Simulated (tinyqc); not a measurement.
# Worked calculation: Zener tunnelling in a reverse-biased junction, two-band WKB

tinyqc, about 0.02 s, one thread, Intel Xeon 2.30GHz (shared host): `OMP_NUM_THREADS=1 python tinyqc.py 2620151 2620152 out.jsonl` Printed values are rounded.

Abrupt p-n junction, depletion approximation. Energies E are counted from the conduction-band edge of the neutral n side; its Fermi level lies at dn, that of the p side at dn - V, and the valence-band edge of the neutral p side at Em = dn + dp - V. Tunnelling needs 0 < E < Em. Two-band dispersion with equal masses m: inside the gap kappa = sqrt(m u (1 - u/Eg)/C), u the distance from a band edge, C = hbar^2/(2 m0).

Inputs (values chosen for the exercise); band and dielectric values those of a made-up semiconductor: temperature T = 300 K; band gap Eg = 0.61 eV; relative permittivity eps_r = 10.5; conduction-band density of states at 300 K Nc = 1.63e17 cm^-3; valence-band density of states at 300 K Nv = 6.52e18 cm^-3; band-edge mass of the two-band model m = 0.046 m0; acceptor density Na = 2.4e19 cm^-3; donor density Nd = 6.5e18 cm^-3; bias of the p side V = -2.1 V; points of the energy grid nE = 11.

Constants: q = 1.602176634e-19 C, kB = 1.380649e-23 J/K, hbar = 1.054571817e-34 J s, h = 6.62607015e-34 J s, m0 = 9.1093837015e-31 kg, Vt = kB T/q, eps0 = 8.8541878128e-14 F/cm where lengths are in cm, hbar^2/(2 m0) = 0.0380998212 eV nm^2. Results are converted to the units shown.

Range of the model: Parabolic densities of states, no band tails and no gap narrowing, all of which matter at such doping. Where S is below about 4 the WKB prefactor of 1 is a rough guess.

## Fermi levels and built-in voltage

Nd = Nc F12(dn/Vt), Na = Nv F12(dp/Vt), F12(x) = (2/sqrt(pi)) int_0^infinity sqrt(u)/(1 + exp(u - x)) du; dn = EF - Ec on the n side, dp = Ev - EF on the p side (negative outside the bands); Vbi = Eg + dn + dp.

dn = 0.363293 eV
dp = 0.0657723 eV
Vbi = 1.03907 V

Boltzmann statistics would give dn = 0.0953 eV and dp = 0.0337 eV. At zero bias the bands of the two sides overlap by dn + dp.

## Width, field and exponent

W = sqrt(2 eps0 eps_r (Vbi - V)(1/Na + 1/Nd)/q), mean field F = (Vbi - V)/W, peak field 2 F. In a uniform field F the exponent is S = pi sqrt(m/C) Eg^1.5/(4 F). Transverse energy Et = C kt^2/m raises it to S (1 + 4 Et/Eg), so T = exp(-S) exp(-Et/Eb) with Eb = Eg/(4 S). KJ = (2 q^2/h) m/(4 pi C) (times 1e14 for A/cm^2 per eV^2).

W = 26.6880 nm
mean field = 1.17621 MV/cm
S = 3.49557
exp(-S) = 0.0303314
Eb = 43.6266 meV
tunnelling length Eg/F = 5.18616 nm

## Current density on a coarse grid

J = KJ exp(-S) Eb times the integral from 0 to Em of [f(E - dn) - f(E - dn + V)] [1 - exp(-min(E, Em - E)/Eb)] dE, f(x) = 1/(1 + exp(x/Vt)), with S and Eb from the mean field; J > 0 flows from p to n. KJ = (2 q^2/h) m/(4 pi C) (times 1e14 for A/cm^2 per eV^2). Simpson's rule on nE equally spaced points from 0 to Em.

```
point   E (eV)  difference of the f  transverse factor
0      0.00000              0.00000            0.00000
1      0.25291             -0.01379            0.99696
2      0.50581             -0.99598            0.99999
3      0.75872             -1.00000            1.00000
4      1.01163             -1.00000            1.00000
5      1.26453             -1.00000            1.00000
6      1.51744             -1.00000            1.00000
7      1.77035             -1.00000            1.00000
8      2.02325             -1.00000            0.99999
9      2.27616             -0.99928            0.99696
10     2.52907             -0.07282            0.00000
```

integral = -2.02594 eV
KJ = 7.44423e8 A/(cm^2 eV^2)
J = -1.99568e6 A/cm^2

A converged quadrature gives -2.053e6 A/cm^2; this grid is 2.8 % below that in size.
